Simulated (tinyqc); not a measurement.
# Classical Heisenberg spin chain: exact results, Metropolis, heat-bath and over-relaxation steps, and a Monte Carlo run, step by step

A worked calculation. Computed by tinyqc, a small Python program that keeps every step. Command: `OMP_NUM_THREADS=1 python tinyqc.py 3130032 3130033 out.jsonl heismc walk`. One thread of a shared host (Intel(R) Xeon(R) Processor @ 2.30GHz), about 0.2 s of CPU time with the checks. Intermediate numbers are printed to about 6 digits and carried at full precision; extremes and crossings named in words are read from the listed rows.

E = -J sum_i s_i . s_(i+1) for unit vectors s_i on an open chain; K = J/(k_B T).

Inputs (values chosen for the exercise, for a model chain of large moments):
```
quantity                     value  unit
coupling J                     5.8   meV
temperature T                 23.1     K
moment mu                      5.7  mu_B
length N of the open chain      12     -
seed                        605801     -
```

Update: Metropolis.

Constants: k_B = 8.617333262e-05 eV/K; mu_B = 5.7883818060e-05 eV/T.

## Exact results

Each bond angle is independent, so u = <s_i . s_(i+1)> = coth K - 1/K, <s_i . s_(i+n)> = u^n, correlation length xi = -1/ln|u|, energy per bond -J u, heat capacity per bond c/k_B = 1 - K^2/sinh^2 K, and for the long chain chi = mu^2 (1 + u)/(3 k_B T (1 - u)) per spin.

K = 2.91369

u = 0.662701

xi = 2.43054 sites

energy per bond = -3.84367 meV

heat capacity = 0.899374 k_B/bond

chi over the Curie value = 4.92946

chi = 1.55239 mu_B/T per spin

## Finite chain

For N spins, <|sum s|^2>/N = (1 + u)/(1 - u) - 2 u (1 - u^N)/(N (1 - u)^2); the long chain has (1 + u)/(1 - u), chi over the Curie value, and the difference is relative to it.

<|sum s|^2>/N = 3.96561

difference from the long chain = -19.5529 %

## Four single-spin steps

four neighbouring spins (rows; components x, y, z):
```
         1        2        3
1  -0.4173   0.4420   0.7940
2   0.6127   0.2940  -0.7336
3   0.9316  -0.0505  -0.3600
4   0.6641  -0.6189   0.4194
```

random numbers, one row a step:
```
        1       2       3
1  0.0587  0.3822  0.5760
2  0.1214  0.6491  0.7879
3  0.1734  0.7699  0.4852
4  0.9026  0.9860  0.0385
```

The given spins are first normalised. Spins 2 and 3 are updated in turn, with h = K (sum of the two neighbours). Trial spin with z = 2 r1 - 1 and azimuth 2 pi r2; it is accepted if r3 < min(1, exp(h . s_trial - h . s_old)).

Steps:
```
spin      |h|  h . s before  h . s trial  acceptance  accepted         x          y          z
2     2.26846       0.32574     -1.27462    0.201824        no  0.612698   0.293999  -0.733598
3     3.94644       3.84308     -0.24802    0.016721        no  0.931587  -0.050499  -0.359995
2     2.26846       0.32574     -1.54158    0.154538        no  0.612698   0.293999  -0.733598
3     3.94644       3.84308      1.50978    0.096975       yes  0.590711  -0.052096   0.805200
```

## A run and its error bars

From the ordered state (alternating for J < 0), with trial spins uniform on the sphere, 200 sweeps are discarded and 1600 recorded (even and odd sites in turn; random numbers not printed, so these rows are one sample). Errors are the scatter of block means over sqrt(number of blocks).

Blocking:
```
block length  mean bond product       error  <|sum s|^2>/N     error
1                      0.662097  0.00244569        3.96221  0.050613
4                      0.662097  0.00423610        3.96221  0.093452
16                     0.662097  0.00568940        3.96221  0.150634
40                     0.662097  0.00629762        3.96221  0.199271
80                     0.662097  0.00658152        3.96221  0.218295
```

With blocks of 40 the bond product is 0.1 error bars from the exact u = 0.6627, and <|sum s|^2>/N is 0.0 from the exact 3.966. Blocking to 40 changes the two errors by factors 2.6 and 3.9, because successive sweeps are correlated. 24 % of the trial spins are accepted.

Checks made by the program: c against a difference of the energy (relative difference 2e-08).
